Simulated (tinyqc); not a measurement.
Worked calculation: dopant redistribution at a moving silicon-oxide interface during parabolic oxidation. Computed by tinyqc, a small Python program that keeps every step. Command: `OMP_NUM_THREADS=1 python tinyqc.py 3025172 3025173 out.jsonl segox walk`. One thread of a shared host (Intel(R) Xeon(R) Processor @ 2.30GHz), about 0.01 s of CPU time with the checks. Intermediate numbers are printed to about 5 digits and carried at full precision; extremes and crossings named in words are read from the listed rows.

Uniformly doped silicon is oxidised with x_ox = sqrt(B t); the interface advances into the silicon by alpha x_ox, alpha = 0.44. The dopant does not move in the oxide, and at the interface C(silicon) = m C(oxide).

Inputs (values chosen for the exercise, modelled on antimony in silicon under steam): dopant prefactor D0 = 4.57 cm^2/s; dopant activation energy E = 3.92 eV; oxidation prefactor B0 = 412 um^2/h; oxidation activation energy E_B = 0.783 eV; segregation coefficient m = C(silicon)/C(oxide) = 14; bulk doping C_B = 2e+17 1/cm^3; temperature T = 1150 C; time t = 1.8 h.

Constants: k_B = 8.617333262e-05 eV/K.

## Rates

D = D0 exp(-E/(k_B T)), converted with 1 cm^2/s = 3.6e11 um^2/h; B = B0 exp(-E_B/(k_B T)); s = alpha sqrt(B/(4 D)), the interface advance over 2 sqrt(D t). Temperatures in kelvin are T(C) + 273.15.

D = 0.021597 um^2/h

B = 0.69514 um^2/h

s = 1.2481

oxide thickness = 1.1186 um

diffusion length 2 sqrt(D t) = 0.39433 um

Interface and diffusion move at similar speeds. Caution: parabolic growth needs an oxide much thicker than the Deal-Grove length A, which fails for thin films and low temperatures; oxidation-enhanced or retarded diffusion is ignored.

## Interface concentration

With the dopant diffusivity D and s = alpha x_ox/(2 sqrt(D t)), in the silicon C = C_B + (C_s - C_B) erfc(y/(2 sqrt(D t)))/erfc(s), y from the original surface. Dopant balance at the interface gives C_s/C_B = 1/[1 + (1/(m alpha) - 1) g], g = sqrt(pi) s exp(s^2) erfc(s).

g = 0.81459

ratio C_s/C_B = 3.1481

C_s in the silicon = 6.2962e+17 1/cm^3

concentration in the oxide = 4.4973e+16 1/cm^3

m alpha = 6.160: the oxide rejects dopant, which piles up in the silicon. For a very fast interface the ratio would tend to m alpha.

## Dose moved

Consumed silicon held alpha x_ox C_B; the oxide holds x_ox times the dopant concentration in the oxide; the difference is the excess in the silicon; 1 um = 1e-4 cm.

dopant in the consumed silicon = 9.8436e+12 1/cm^2

dopant in the oxide = 5.0306e+12 1/cm^2

excess in the silicon = 4.8130e+12 1/cm^2

## Profile below the interface

Depths z are counted from the present interface: y/(2 sqrt(D t)) = s + z/(2 sqrt(D t)); take z/(2 sqrt(D t)) = 0, 0.05, 0.1, 0.2, 0.3, 0.5, 0.75, 1, 1.5.

Profile:
```
z/(2 sqrt(D t))   z (um)   C/C_B
0.00             0.00000  3.1481
0.05             0.01972  2.8389
0.10             0.03943  2.5674
0.20             0.07887  2.1237
0.30             0.11830  1.7914
0.50             0.19716  1.3720
0.75             0.29575  1.1307
1.00             0.39433  1.0409
1.50             0.59149  1.0028
```

## Temperature and segregation coefficient

The formulas are those given above.

C_s/C_B:
```
T (C)       s  this m  m = 0.2  m = 1/alpha  m = 10
850    38.011  6.1490  0.08803            1  4.3948
900    19.052  6.1167  0.08811            1  4.3796
950    10.104  6.0103  0.08839            1  4.3289
1000    5.632  5.7156  0.08923            1  4.1856
1050    3.281  5.0818  0.09143            1  3.8603
1100    1.988  4.1265  0.09640            1  3.3215
1150    1.248  3.1481  0.10591            1  2.6987
1200    0.809  2.4018  0.12164            1  2.1664
```

s falls from 38.0 to 0.809 as T rises, because diffusion has the larger activation energy (3.92 against 0.783 eV); the ratio for this m moves from 6.149 to 2.402, towards 1. At m = 1/alpha the oxide takes exactly what the silicon held, and nothing moves. The ratio does not depend on time, since both lengths grow as sqrt(t).

Checks made by the program: excess against the integral of the profile (relative difference below 1e-10).
